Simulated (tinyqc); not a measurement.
# A and C from the efficiency peak

Question. ABC model of an LED: J = q da (A n + Ba n^2 + Ca n^3), IQE = Ba n^2/(A n + Ba n^2 + Ca n^3), differential lifetime 1/(A + 2 Ba n + 3 Ca n^2). The peak lies at n = sqrt(A/Ca). Given Ba, find n at the peak, A and Ca.

Values chosen for this exercise: radiative coefficient of the active layer Ba = 5.1e-12 cm^3/s; thickness of the active layer da = 5.2 nm.

Constants: q = 1.602176634e-19 C. Results are converted to the units shown.

peak IQE = 77.094525 %
J at the peak = 16.140471 A/cm^2

Solution. IQE J = q da Ba n^2 gives n. At the peak A n = Ca n^3, each being half of the non-radiative rate Ba n^2 (1/IQE - 1).

n at the peak = 5.41e18 cm^-3
A = 4.10e6 1/s
Ca = 1.40e-31 cm^6/s

Computed by the program tinyqc: `OMP_NUM_THREADS=1 python tinyqc.py 2300022 2300023 out.jsonl`, one thread of a shared Intel Xeon 2.30GHz, about 0.01 s for the whole run.
